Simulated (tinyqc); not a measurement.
# Tunnel rates from the two plateau currents

Inverse problem. With only the 0-1 transition of a spin-degenerate level in the bias window, I = 2 q G_in G_out/(2 G_in + G_out). Find GL and GR.

Constants: q = 1.602176634e-19 C. Results are converted to the units shown.

sizes of the plateau currents for electrons entering from the left and from the right (pA): [445.26578, 400.04348]

Answer. q/I(left) = 1/GR + 1/(2 GL) and q/I(right) = 1/GL + 1/(2 GR) are linear in 1/GL and 1/GR.

GL = 3.400 1/ns
GR = 4.700 1/ns

Computed by the program tinyqc: `OMP_NUM_THREADS=1 python tinyqc.py 2780006 2780007 out.jsonl`, one thread of a shared Intel Xeon 2.30GHz, about 0.01 s for the whole run.
